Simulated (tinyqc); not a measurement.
Leakage currents through a thin dielectric: one step, computed by the program tinyqc. Command: `OMP_NUM_THREADS=1 python tinyqc.py 3031236 3031237 out.jsonl leak walk`. One thread of a shared host (Intel(R) Xeon(R) Processor @ 2.30GHz), about 0.01 s of CPU time with the checks.

Electrons leave an electrode with Fermi energy E_F above its band bottom; barriers are counted from the Fermi level, and both electrodes are alike.

Task: Thermal currents. Schottky emission J = A T^2 exp(-(phi_B - sqrt(e^3 F/(4 pi k_o eps_0)))/k_B T), A = 4 pi e m k_B^2/h^3 with the tunnelling mass; Poole-Frenkel J = sigma_0 F exp(-(phi_t - sqrt(e^3 F/(pi k_o eps_0)))/k_B T); both use the field F of the dielectric.

Inputs (values chosen for the exercise, modelled on Si3N4):
```
quantity                          value  unit
barrier height phi_B               2.12    eV
tunnelling mass m                  0.43   m_0
optical permittivity k_o           4.02     -
trap depth phi_t                    1.2    eV
Poole-Frenkel prefactor sigma_0  0.0012  S/cm
temperature T                       473     K
```

Stack: single layer.

field F = 2.571429 MV/cm

Constants: e = 1.602176634e-19 C; eps_0 = 8.8541878128e-12 F/m; k_B = 8.617333262e-05 eV/K; m_0 = 9.1093837015e-31 kg; k_B = 1.380649e-23 J/K; h = 6.62607015e-34 J s.

Give: Schottky lowering; Poole-Frenkel lowering; Schottky current density; Poole-Frenkel current density.

Result:

Schottky lowering = 0.3035 eV

Poole-Frenkel lowering = 0.6070 eV

Schottky current density = 5.108e-13 A/cm^2

Poole-Frenkel current density = 0.001482 A/cm^2

The Poole-Frenkel lowering is twice the Schottky one, because the charge of a trap is fixed while an image charge moves with the electron.
